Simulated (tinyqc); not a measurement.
Phase shift across the band: Koster-Slater impurity in a tight-binding band, by Green functions and by supercells. Computed by tinyqc, a small Python program. Command: `OMP_NUM_THREADS=1 python tinyqc.py 3012504 3012505 out.jsonl kosterslater walk`. One thread of a shared host (Intel(R) Xeon(R) Processor @ 2.30GHz), about 0.03 s of CPU time with the checks.

One orbital per site, e(k) = -2 t sum cos(k_i) over 2 direction(s), band from -4 t to 4 t, lattice constant 1. One site has the extra energy U. Spin is left out.

Inputs (values chosen for the exercise, for a model band): hopping t = 0.78 eV; impurity potential U = -2.45 eV; broadening eta = 0.12 eV.

Lattice: square.

Method:
- Outside the band G0(E) = (2/(pi E)) K(m), m = 16 t^2/E^2, K the complete elliptic integral with parameter m.
- A bound state solves 1/U = G0(E).
- Bisection in ln(distance from the edge) between 1e-5 t and |U| + t. Weight on the impurity site: -1/(U^2 dG0/dE), by a central difference with step min(1e-4 t, distance/30). Decay length along an axis: 1/arccosh(1 + distance/(2 t)).
- Inside the band G0(z), z = E + i eta, comes from the chain form 1/(sqrt(y - 2t) sqrt(y + 2t)) (principal roots) at y = z + 2 t cos k, averaged over k in (0, pi) with 200 Gauss-Legendre points.
- delta/pi = -arg(1 - U G0)/pi counts the states added below E (Friedel); host DOS = -Im G0/pi, DOS on the impurity = -Im[G0/(1 - U G0)]/pi; 13 evenly spaced energies from -(band edge + |U| + 2t) to +(band edge + |U| + 2t).

distance from the band edge = 0.380738 eV

level E_b = -3.50074 eV

Across the spectrum:
```
E (eV)   Re G0 (1/eV)  host DOS (1/eV)  DOS on the impurity (1/eV)  delta/pi
-7.1300      -0.14775          0.00088                      0.0022   0.00339
-5.9417      -0.18203          0.00138                      0.0045   0.00612
-4.7533      -0.24068          0.00261                      0.0155   0.01559
-3.5650      -0.38650          0.00960                      1.1598   0.30181
-2.3767      -0.38374          0.11241                      0.1494   0.47803
-1.1883      -0.31401          0.15494                      0.1050   0.43918
0.0000        0.00000          0.30156                      0.0472   0.37051
1.1883        0.31401          0.15494                      0.0340   0.18879
2.3767        0.38374          0.11241                      0.0249   0.13352
3.5650        0.38650          0.00960                      0.0025   0.01208
4.7533        0.24068          0.00261                      0.0010   0.00403
5.9417        0.18203          0.00138                      0.0007   0.00234
7.1300        0.14775          0.00088                      0.0005   0.00159
```

What does the comparison show, and why?

delta/pi starts and ends near zero (+0.003 and +0.002): the impurity moves states but creates none. delta/pi rises at the bound state below the band (-3.501 eV), reaches 0.48 among these rows (1 in the limit of small eta, just above the level) and is paid back by the top of the band.

Extremes, crossings and ranges named in words are read from the listed rows.
